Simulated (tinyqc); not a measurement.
From results back to parameters: Fermi-Dirac statistics of conduction electrons. Two cases, with inputs chosen for the exercise.

Problem. At zero temperature k_F = (3 pi^2 n)^(1/3) and E_F (1 + alpha E_F) = c k_F^2/m, c = hbar^2/2m0, m the density-of-states mass. The Fermi energies at two densities were computed from hidden m and alpha.

Constants: hbar^2/2m0 = 3.80998211 eV angstrom^2.

Find: k_F at nA and nB; m; alpha.

Method. c k^2 (1/m) - E^2 alpha = E is linear in 1/m and alpha; two densities give two equations.

Case 1.

Values chosen (out of a larger set: near those of Si, lowest valleys alone; not measured data): nA = 4e+20 1/cm^3; nB = 1e+21 1/cm^3.

E_F at nA = 0.171482 eV
E_F at nB = 0.299522 eV

Solution.

k_F at nA and nB (1/angstrom): 0.22794  0.30937

m = 1.07 m0
alpha = 0.46 1/eV

Case 2.

Values chosen (out of a larger set: near those of GaN, lowest valleys alone; not measured data): nA = 4e+18 1/cm^3; nB = 1e+19 1/cm^3.

E_F at nA = 0.045121 eV
E_F at nB = 0.082562 eV

Solution.

k_F at nA and nB (1/angstrom): 0.04911  0.06665

m = 0.202 m0
alpha = 0.18 1/eV

Computed by tinyqc, one run a case: `OMP_NUM_THREADS=1 python tinyqc.py N N+1 out.jsonl` with N = 1651544, 1651570; one thread of a shared Intel(R) Xeon(R) Processor @ 2.30GHz, about 0.01 s a run at most.
